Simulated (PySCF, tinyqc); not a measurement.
Worked calculation: FCI on RHF in the sto-3g basis, for H3+, spin multiplicity 1. The lowest restricted solution is unstable here: a spin-polarised one lies 0.0090 hartree lower (PySCF). One step of it, computed by the program tinyqc.

Question. FCI: roots. Diagonalise (each vector has its largest component positive (the first on a tie)); all determinants have Ms = 0, so triplets appear too. The lowest singlet root is the correlation energy.

Occupation strings over the orbitals (2 doubly, a alpha, b beta, 0 empty; spin orbitals ordered 1a 1b 2a 2b ...): 200 ab0 a0b ba0 b0a 020 0ab 0ba 002

H - E(HF) between determinants (hartree):
```
          200        ab0        a0b        ba0        b0a        020        0ab        0ba
200  0.000000   0.000000   0.000000   0.000000   0.000000   0.147751   0.000000   0.000000
ab0  0.000000   0.216572   0.000000  -0.147751   0.000000   0.000000  -0.146335   0.143496
a0b  0.000000   0.000000   0.556897   0.000000  -0.144004  -0.146335   0.000000   0.000000
ba0  0.000000  -0.147751   0.000000   0.216572   0.000000   0.000000   0.143496  -0.146335
b0a  0.000000   0.000000  -0.144004   0.000000   0.556897   0.146335   0.000000   0.000000
020  0.147751   0.000000  -0.146335   0.000000   0.146335   0.579610   0.000000   0.000000
0ab  0.000000  -0.146335   0.000000   0.143496   0.000000   0.000000   0.793732  -0.161942
0ba  0.000000   0.143496   0.000000  -0.146335   0.000000   0.000000  -0.161942   0.793732
002  0.144004   0.000000  -0.011102   0.000000   0.011102   0.161942   0.000000   0.000000

           002
200   0.144004
ab0   0.000000
a0b  -0.011102
ba0   0.000000
b0a   0.011102
020   0.161942
0ab   0.000000
0ba   0.000000
002   1.139313
```

Give: lowest roots of this matrix, relative to E(HF); lowest vectors; <S^2> of these roots; weight of the ground state by excitation level 0, 1, 2, ....

Answer.

lowest roots of this matrix, relative to E(HF) (hartree): -0.0476  0.0688  0.2460  0.4129  0.4239  0.6318  0.8230  1.0740

lowest vectors:
```
      root 1  root 2   root 3  root 4
200   0.9679  0.0000   0.0000  0.0000
ab0   0.0000  0.7071   0.6546  0.0000
a0b  -0.0456  0.0000   0.0000  0.7071
ba0   0.0000  0.7071  -0.6546  0.0000
b0a   0.0456  0.0000   0.0000  0.7071
020  -0.2267  0.0000   0.0000  0.0000
0ab   0.0000  0.0036   0.2673  0.0000
0ba   0.0000  0.0036  -0.2673  0.0000
002  -0.0873  0.0000   0.0000  0.0000
```

<S^2> of these roots: 0.0000  2.0000  0.0000  2.0000  0.0000  2.0000  0.0000  0.0000

weight of the ground state by excitation level 0, 1, 2, ...: 0.9368  0.0042  0.0590
